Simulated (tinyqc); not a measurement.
Off-state leakage of single and stacked transistors: one step of the calculation.

n-channel devices of unit width. Subthreshold current I(Vg, Vs, Vd) = I0 (T/300 K)^0.5 exp[(Vg - Vs - VT(T) - gb (Vs - Vb) + dd (Vd - Vs))/(nf Vt)] (1 - exp(-(Vd - Vs)/Vt)), VT(T) = VT - cT (T - 300 K). Gate-edge tunnelling Ig (Vd/1 V) exp(ag (Vd - 1 V)), for a gate at 0 V, and band-to-band leakage Ab u exp(-Bb/u), u = Vd - Vb + 1 V, flow at a drain held at V; both are taken as independent of T. In a stack of off transistors (all gates at 0 V) the same subthreshold current passes through each.

Question. New Vx. Stack of two, Vx the node between them: I_low = I(0, 0, Vx), I_up = I(0, Vx, V), f = ln(I_up/I_low), f' = -(1 + gb + 2 dd)/(nf Vt) - 1/(Vt (exp(Vx/Vt) - 1)) - 1/(Vt (exp((V - Vx)/Vt) - 1)), Vx(new) = Vx - f/f'.

Inputs (values chosen for the exercise); values of the order met in bulk silicon logic transistors: temperature T = 300 K; supply voltage V = 0.8 V; threshold at 300 K, zero drain and body bias VT = 0.49 V; fall of the threshold with temperature cT = 0.5 mV/K; current at threshold at 300 K I0 = 0.78 uA/um; slope factor nf = 1.42; drain-induced lowering per volt dd = 0.15; rise of the threshold per volt of source-body bias gb = 0.17; body voltage Vb = 0 V.

Constants: q = 1.602176634e-19 C, kB = 1.380649e-23 J/K, Vt = kB T/q. Results are converted to the units shown.

Vx at the start = 0.082 V

Give: I_low; I_up; f; f'; Vx after iteration 1.

Answer.

I_low = 0.0016676 nA/um
I_up = 0.0017151 nA/um
f = 0.028118
f' = -41.736 1/V
Vx after iteration 1 = 0.082674 V

Computed by the program tinyqc: `OMP_NUM_THREADS=1 python tinyqc.py 2242005 2242006 out.jsonl`, one thread of a shared Intel Xeon 2.30GHz, about 0.03 s for the whole run.
